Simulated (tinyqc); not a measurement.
CMOS latch-up, two-transistor model: one step of the calculation.

A parasitic pnp (emitter at Vdd, base shunted by Rw) and npn (emitter at ground, base shunted by Rs) feed each other: the npn collector current flows out of the pnp base node, the pnp collector current into the npn base node. Forward-active transistors with constant gains: Icn = Isn exp(Vn/Vt), Icp = Isp (exp(Vp/Vt) - 1). A current Ii is injected into the npn base node.

Question. The off branch. Node equations: Vp/Rw + Icp/bp = Icn and Vn/Rs + Icn/bn = Icp + Ii. Loop gain G = gn gp/[(1/Rw + gp/bp)(1/Rs + gn/bn)], gn = Icn/Vt, gp = (Icp + Isp)/Vt; the off state ends where G = 1, and Ii there is the trigger current. For each Vn: Icn, then Vp from the first equation, then Ii from the second.

Parameters, values chosen for the exercise; values close to those of bulk CMOS: temperature T = 300 K; current gain of the npn bn = 21.7; current gain of the pnp bp = 5.7; saturation current of the npn at T Isn = 1e-15 A; saturation current of the pnp at T Isp = 6.1e-16 A; substrate resistance shunting the npn Rs = 1400 ohm; well resistance shunting the pnp Rw = 4800 ohm; current injected into the substrate Ii = 0.363 mA.

Constants: q = 1.602176634e-19 C, kB = 1.380649e-23 J/K, Vt = kB T/q. Results are converted to the units shown.

Vn, point 0 to 7 (V): 0.458  0.538  0.588  0.618  0.638  0.658  0.673  0.688

Wanted: Icn; Vp; Icp; Ii; G.

Answer.

```
point	Icn (mA)	Vp (V)	Icp (mA)	Ii (mA)	G
0	4.944e-5	2.373e-4	5.625e-15	0.3271	3.060e-13
1	0.001091	0.005239	1.370e-13	0.3843	8.176e-12
2	0.007550	0.03624	1.868e-12	0.4203	1.847e-10
3	0.02410	0.1157	5.289e-11	0.4425	1.223e-8
4	0.05223	0.2507	9.932e-9	0.4581	4.615e-6
5	0.1132	0.5428	8.007e-4	0.4744	0.6926
6	0.2023	0.6980	0.3240	0.1660	37.90
7	0.3613	0.7316	1.191	-0.6827	57.17
```

Ii peaks at 0.4745 mA, at Vn = 0.6585 V where G = 1; beyond it the loop feeds itself.

Computed by the program tinyqc: `OMP_NUM_THREADS=1 python tinyqc.py 2670148 2670149 out.jsonl`, one thread of a shared Intel Xeon 2.30GHz, about 0.07 s for the whole run.
